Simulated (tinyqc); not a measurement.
Tunnelling through a two-layer gate stack, WKB transmission and Tsu-Esaki current: one step of the calculation.

Electrons leave the emitter at x = 0. Energies E (motion across the layers) are in eV from the emitter Fermi level; the collector Fermi level lies at -V and offers states at every E. No charge in the dielectric and no image force: F1 = V/(t1 + t2 eps1/eps2), F2 = F1 eps1/eps2; U = phi1 - F1 x in layer 1 and phi2 - F1 t1 - F2 (x - t1) in layer 2. With C = hbar^2/(2 m0), kappa = sqrt(m (U - E)/C) where U > E and 0 elsewhere; T(E) = exp(-S), S = 2 times the integral of kappa over x.

Question. WKB exponent by the midpoint rule. Cut each layer into nc equal cells, take U and kappa at the cell centres, and sum S = 2 sum kappa h.

Values chosen for this exercise; layer 1 close to silicon nitride, layer 2 close to hafnium oxide:
- phi1 = 2.02 eV (barrier of layer 1 above the emitter Fermi level at zero bias)
- m1 = 0.52 m0 (tunnelling mass of layer 1)
- t1 = 1.1 nm (thickness of layer 1)
- eps1 = 7.21 (relative permittivity of layer 1)
- phi2 = 1.47 eV (barrier of layer 2 at zero bias)
- m2 = 0.19 m0 (tunnelling mass of layer 2)
- t2 = 3.5 nm (thickness of layer 2)
- eps2 = 23 (relative permittivity of layer 2)
- V = 1 V (voltage across the dielectric)
- E = 0.11 eV (energy of the electron followed)
- nc = 6 (cells in each layer)

Constants: q = 1.602176634e-19 C, hbar = 1.054571817e-34 J s, m0 = 9.1093837015e-31 kg, hbar^2/(2 m0) = 0.0380998212 eV nm^2. Results are converted to the units shown.

Find: x; U; kappa; S; T(E).

Answer.

```
cell	x (nm)	U (eV)	kappa (1/nm)
0	0.092	1.978	5.050
1	0.275	1.895	4.936
2	0.458	1.811	4.819
3	0.642	1.728	4.699
4	0.825	1.645	4.576
5	1.008	1.561	4.450
6	1.392	0.928	2.019
7	1.975	0.845	1.914
8	2.558	0.761	1.802
9	3.142	0.678	1.683
10	3.725	0.595	1.555
11	4.308	0.512	1.415
```

S = 22.58
T(E) = 1.560e-10

Program tinyqc, `OMP_NUM_THREADS=1 python tinyqc.py 2540070 2540071 out.jsonl`; Intel Xeon 2.30GHz, shared host, one thread, about 0.04 s.
